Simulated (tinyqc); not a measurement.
Inside a calculation. Model: vertical double-diffused power MOSFET, components of the on-resistance.

Numbers from tinyqc (`OMP_NUM_THREADS=1 python tinyqc.py 2230016 2230017 out.jsonl`; about 0.01 s on one thread of a shared Intel Xeon 2.30GHz). Printed values are rounded.

Stripe cells of pitch Wp + a, two channels a cell. Current flows through the channels, spreads in the accumulation layer, passes the gap between the p bodies and spreads at 45 degrees into the drift layer below them. Low drain voltage, full ionisation.

Inputs (values chosen for the exercise); bulk values close to those of 4H silicon carbide: temperature T = 350 K; relative permittivity eps_r = 9.68; critical-field constant Kc = 23600 V/cm per (cm^-3)^(1/8); rated breakdown voltage of the drift layer BV = 900 V; drift mobility at 300 K mud = 790 cm^2/(V s); temperature exponent of the drift mobility bt = 2.2; gate oxide thickness (eps_r 3.9) tox = 58 nm; gate overdrive Vov = 4 V; channel mobility mch = 35 cm^2/(V s); accumulation-layer mobility mac = 85 cm^2/(V s); channel length Lc = 0.7 um; width of the p body in one cell, channels included Wp = 3.6 um; gap between neighbouring p bodies a = 1.7 um; depth of the p body xp = 1 um; doping of the gap over the drift doping Nj = 3; built-in voltage of the body junction Vbi = 2.92 V; substrate and contact resistance Rs = 0.13 mohm cm^2.

Constants: q = 1.602176634e-19 C, eps0 = 8.8541878128e-14 F/cm where lengths are in cm. Results are converted to the units shown.

## Drift layer

Triangular field at breakdown with Ec = Kc N^(1/8): BV = eps0 eps_r Ec^2/(2 q N), so N = (eps0 eps_r Kc^2/(2 q BV))^(4/3); W = 2 BV/Ec; mu = mud (T/300 K)^(-bt); rho = 1/(q mu N); ideal resistance rho W.

N = 1.958034e16 cm^-3
Ec = 2.566785 MV/cm
W = 7.012663 um
mu = 562.7871 cm^2/(V s)
rho = 0.5664025 ohm cm
ideal resistance = 0.3971990 mohm cm^2

## Components of the on-resistance

Pitch p = Wp + a, Cox = 3.9 eps0/tox; zero-bias depletion in the gap w0 = sqrt(2 eps0 eps_r Vbi/(q N Nj)), open gap g = a - 2 w0; R_ch = Lc p/(2 mch Cox Vov); R_acc = 0.6 a p/(4 mac Cox Vov), 0.6 being an empirical factor for current leaving the layer along its length; R_gap = (rho/Nj) xp p/g; spreading depth t = min(W, (p - g)/2); R_drift = (rho p/2) ln((g + 2 t)/g) + rho (W - t); R_on = the sum with Rs.

w0 = 0.2306176 um
g = 1.238765 um
components (mohm cm^2): channel 2.225515, accumulation 0.6676545, gap 0.08077761, drift 0.5003637, substrate 0.13
R_on = 3.604311 mohm cm^2
shares (%): channel 61.74592, accumulation 18.52378, gap 2.24114, drift 13.88237, substrate 3.60679

The channel term is the largest. R_on is 9.07 times the ideal drift resistance, and spreading raises the drift term to 1.26 times it.
